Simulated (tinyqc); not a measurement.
Thermal stress and diffusional relaxation in a metal film: Coble and Nabarro-Herring creep, cooling and holds: one step, computed by the program tinyqc. Command: `OMP_NUM_THREADS=1 python tinyqc.py 3016445 3016446 out.jsonl creep walk`. One thread of a shared host (Intel(R) Xeon(R) Processor @ 2.30GHz), about 0.08 s of CPU time with the checks.

A thin film on a rigid substrate is stress-free at T0. Tension is positive and the film creeps linearly: d sigma/dt = -M (mismatch) dT/dt - sigma/tau.

Question. Stress after cooling to room temperature. Creep rate per stress: Nabarro-Herring 14 D Omega/(k_B T d^2), Coble (14 pi) delta D_b Omega/(k_B T d^3), with D = D0 exp(-E/(k_B T)), delta D_b = (delta D_b)0 exp(-E_b/(k_B T)); 1/tau = M x (sum of both)/2 (biaxial strain rate is half the uniaxial one). Temperatures in kelvin are T(C) + 273.15. Cooling from T0 at the constant rate: d sigma/dT = -slope + sigma/(tau(T) x rate), integrated to 25 C (stiff solver, tolerance 1e-9). Effective stress-free temperature T_eff = 25 C + sigma/slope.

Inputs (values chosen for the exercise, modelled on copper films on silicon): biaxial modulus M = 183 GPa; atomic volume Omega = 11.8 angstrom^3; lattice prefactor D0 = 2.3e-05 m^2/s; lattice energy E = 2.02 eV; boundary prefactor (delta D_b)0 = 6.8e-15 m^3/s; boundary energy E_b = 1.08 eV; grain size d = 0.75 um; stress-free temperature T0 = 450 C; hold temperature T = 180 C; cooling rate = 1 C/min; yield stress = 380 MPa.

thermoelastic slope = 2.6901 MPa/K

Constants: k_B = 1.380649e-23 J/K; k_B = 8.617333262e-05 eV/K.

Give: stress at 25 C; effective stress-free temperature.

Answer.

stress at 25 C = 491.86 MPa

effective stress-free temperature = 207.84 C

Creep during cooling removes 57.0 % of the elastic value. Caution: the elastic stress exceeds the yield stress, so dislocation glide would cap it first. Caution: bulk creep laws overstate relaxation in a bonded film, and dislocation glide would cap stresses above the yield stress.
